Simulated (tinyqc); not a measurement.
Regular and subregular solution with a miscibility gap: one step, computed by the program tinyqc.

Per mole of mixing sites: G(x) = x (1 - x) [L0 + L1 (1 - 2x)] + R T [x ln x + (1 - x) ln(1 - x)], x the fraction of B.

Task: Critical point. The spinodal is G'' = 0, R T_s(x) = x (1 - x) [2 L0 + 6 L1 (1 - 2x)]; the critical point is its maximum.

Inputs (values chosen for the exercise, for a model alloy): asymmetry L1 = -4.2 kJ/mol.

L0 = 39.6 kJ/mol

Constants: R = 8.314462618 J/(mol K).

Give: critical composition x_c; critical temperature T_c.

Result:

critical composition x_c = 0.5743

critical temperature T_c = 2439 K

L1 < 0 moves the top of the gap to the B-rich side and raises it by 57.5 K over L0/(2 R). Caution: a real alloy may melt or decompose below this critical temperature.
